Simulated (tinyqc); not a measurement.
Worked calculation: tight binding, kagome lattice. One step of it, computed by the program tinyqc.

Problem. Levels at k. Diagonalise the Hermitian matrix.

H(k) at k (eV):
```
                     A                    B                    C
A             0.000000  -3.032185-1.312144i  -3.112144-1.232185i
B  -3.032185+1.312144i             0.000000  -3.596448+0.113023i
C  -3.112144+1.232185i  -3.596448-0.113023i            -0.800000
```

Give: eigenvalues; weights |c|^2 of the basis functions.

Solution.

eigenvalues (eV): -7.1213  2.9594  3.3619

weights |c|^2 of the basis functions:
```
   band 1  band 2  band 3
A  0.3035  0.4490  0.2476
B  0.3200  0.0192  0.6608
C  0.3766  0.5318  0.0916
```
